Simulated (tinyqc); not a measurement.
Quantum point contact as a saddle point with Zeeman splitting: one step of the calculation.

Potential V0 - m wx^2 x^2/2 + m wy^2 y^2/2; energies are counted from V0. Mode n = 0, 1, ... transmits T_n(E) = 1/(1 + exp(-2 pi (E - E_n)/wx)), E_n = wy (n + 1/2) +/- Ez/2 for the two spins, Ez = gs muB B, muB = q hbar/(2 m0); each spin carries q^2/h.

Task. Thermal average on a coarse grid. g(T) = int g(E) (-df/dE) dE = int g(mu + x kB T) dx/(4 cosh^2(x/2)), g(E) the zero-temperature value at E, g = G/(2 q^2/h). Simpson's rule on nE equally spaced x from -xm to xm.

Parameters, values chosen for the exercise:
```
symbol  value  unit                             meaning
T         0.1     K                         temperature
wy        4.4   meV          transverse quantum hbar wy
wx        4.1   meV    curvature of the barrier hbar wx
mu       7.19   meV  Fermi level above the saddle point
gs        3.7                      size of the g factor
B           4     T             in-plane magnetic field
nE         11                 points of the energy grid
xm          7            half-range of the grid in kB T
```

Constants: q = 1.602176634e-19 C, kB = 1.380649e-23 J/K, hbar = 1.054571817e-34 J s, m0 = 9.1093837015e-31 kg, Vt = kB T/q. Results are converted to the units shown.

Wanted: x; E; g(E); weight; integral of the weight; g(T); g(T) divided by the integral of the weight.

Result.

| point | x | E (meV) | g(E) | weight |
|---|---|---|---|---|
| 0 | -7.000 | 7.130 | 1.678 | 0.0009 |
| 1 | -5.600 | 7.142 | 1.682 | 0.0037 |
| 2 | -4.200 | 7.154 | 1.686 | 0.0146 |
| 3 | -2.800 | 7.166 | 1.690 | 0.0540 |
| 4 | -1.400 | 7.178 | 1.693 | 0.1587 |
| 5 | 0.000 | 7.190 | 1.697 | 0.2500 |
| 6 | 1.400 | 7.202 | 1.701 | 0.1587 |
| 7 | 2.800 | 7.214 | 1.704 | 0.0540 |
| 8 | 4.200 | 7.226 | 1.708 | 0.0146 |
| 9 | 5.600 | 7.238 | 1.712 | 0.0037 |
| 10 | 7.000 | 7.250 | 1.715 | 0.0009 |

integral of the weight = 1.006
g(T) = 1.708
g(T) divided by the integral of the weight = 1.697

Range of the model: Orbital effects of the in-plane field and interactions (such as the 0.7 feature) are left out.

Numbers from tinyqc (`OMP_NUM_THREADS=1 python tinyqc.py 2740028 2740029 out.jsonl`; about 0.02 s on one thread of a shared Intel Xeon 2.30GHz).
